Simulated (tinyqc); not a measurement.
Raman shift of the zone-centre optical phonon of a diamond-structure crystal under stress: one step, computed by the program tinyqc. Command: `OMP_NUM_THREADS=1 python tinyqc.py 3029814 3029815 out.jsonl ramanstress walk`. One thread of a shared host (Intel(R) Xeon(R) Processor @ 2.30GHz), about 0.01 s of CPU time with the checks.

Axes x, y, z are the cube axes. Strain shifts the threefold optical mode and can split it; p, q and r are the phonon deformation potentials.

Task: Compliances. S11 = (C11 + C12)/D, S12 = -C12/D, D = (C11 - C12)(C11 + 2 C12), S44 = 1/C44.

Inputs (values chosen for the exercise, modelled on silicon): C11 = 166.6 GPa; C12 = 63.13 GPa; C44 = 79.08 GPa.

Stress state: uniaxial. Axis: [110].

Give: S11; S12; S44.

Result:

S11 = 7.581 1/TPa

S12 = -2.083 1/TPa

S44 = 12.65 1/TPa
